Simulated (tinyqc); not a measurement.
# Changing the mean dose E

Model: chemically amplified photoresist: aerial image, acid generation, bake, development and line width. Computed by tinyqc, a small Python program. Command: `OMP_NUM_THREADS=1 python tinyqc.py 3021649 3021650 out.jsonl resist sweep`. One thread of a shared host (Intel(R) Xeon(R) Processor @ 2.30GHz), about 0.05 s of CPU time with the checks.

Lines and spaces of pitch p with a two-beam-like image; x = 0 is the middle of the bright space. The resist is positive and treated as uniform in depth.

Inputs (values chosen for the exercise, for a model resist at 13.5 nm):

| quantity | value | unit |
|---|---|---|
| pitch p | 40 | nm |
| image contrast c | 0.86 | - |
| Dill parameter C | 0.037 | cm^2/mJ |
| quencher load q, relative to the acid generator | 0.096 | - |
| acid diffusivity D | 0.2 | nm^2/s |
| bake time t | 45 | s |
| amplification rate k_amp | 0.043 | 1/s |
| threshold protection m_th | 0.42 | - |
| development selectivity n | 20 | - |
| largest rate r_max | 1300 | nm/s |
| smallest rate r_min | 0.024 | nm/s |
| resist thickness d | 36 | nm |
| development time t_d | 45 | s |
| photon energy | 91.84 | eV |
| absorption coefficient alpha | 5 | 1/um |

Method:
- Dose E(x) = E [1 + c cos(2 pi x/p)]; acid h = 1 - exp(-C E(x)).
- Bake: the acid image is blurred by a Gaussian of variance sigma^2 = 2 D t (each Fourier term k of h, taken on 64 points, is multiplied by exp(-4 pi^2 k^2 D t/p^2)).
- Cosine coefficients: h(x) = sum_k h_k cos(2 pi k x/p).
- The quencher then removes q, h_eff = max(h_blurred - q, 0); protection m = exp(-k_amp t h_eff).
- Mack rate r = r_max (a + 1)(1 - m)^n/(a + (1 - m)^n) + r_min, a = ((n + 1)/(n - 1))(1 - m_th)^n.
- Edge: vertical development clears the film where r t_d >= d; the space width is twice the x where r = d/t_d.
- Dose sensitivity = d ln(width)/d ln E from widths at 1.005 E and E/1.005; image log-slope at the edge = |d ln E/dx|, normalised by the width (NILS); latitude for 10 % of width = 10 %/sensitivity.
- The edge lies at x = width/2.
- Absorbed photons per volume N = E(edge) alpha/(photon energy), 1 mJ/cm^2 = 62.41509 eV/nm^2, alpha in 1/nm; a Gaussian blur averages over a volume V = (2 sqrt(pi) sigma)^3; relative noise 1/sqrt(N V); edge noise sigma_x = (dh/d ln E) noise/|dh/dx|, with both derivatives of the blurred acid at the edge.

One run for each value:

| mean dose E (mJ/cm^2) | space width (nm) | dose sensitivity | edge noise from photons (nm) | NILS |
|---|---|---|---|---|
| 7.80 | 7.533 | 6.3971 | 1.9357 | 0.3312 |
| 8.93 | 12.390 | 2.2987 | 1.1503 | 0.9323 |
| 10.10 | 15.473 | 1.4416 | 0.9054 | 1.5080 |
| 11.20 | 17.612 | 1.0951 | 0.7867 | 2.0144 |
| 12.30 | 19.324 | 0.8989 | 0.7123 | 2.4931 |
| 13.50 | 20.872 | 0.7639 | 0.6578 | 2.9889 |
| 14.60 | 22.083 | 0.6794 | 0.6226 | 3.4226 |
| 15.70 | 23.146 | 0.6175 | 0.5970 | 3.8393 |
| 16.90 | 24.176 | 0.5671 | 0.5768 | 4.2767 |
| 18.00 | 25.028 | 0.5316 | 0.5637 | 4.6636 |

What does the table show, and why?

Over the rows, space width (nm) rises from 7.53 to 25.0 (exponent d ln y / d ln x 3.7 between the first rows and 0.55 between the last); dose sensitivity falls from 6.40 to 0.532 (exponent d ln y / d ln x -7.6 between the first rows and -1.0 between the last); edge noise from photons (nm) falls from 1.94 to 0.564 (exponent d ln y / d ln x -3.8 between the first rows and -0.36 between the last). More dose moves the clearing threshold out along the image, so the space widens.

Caution (all rows): lateral development, standing waves and the joint diffusion of acid and quencher are left out, so widths are indicative. Caution (all rows): the noise counts photons alone (acid and quencher statistics add to it) and takes the film as thicker than the blur; a thinner film averages in two dimensions only.
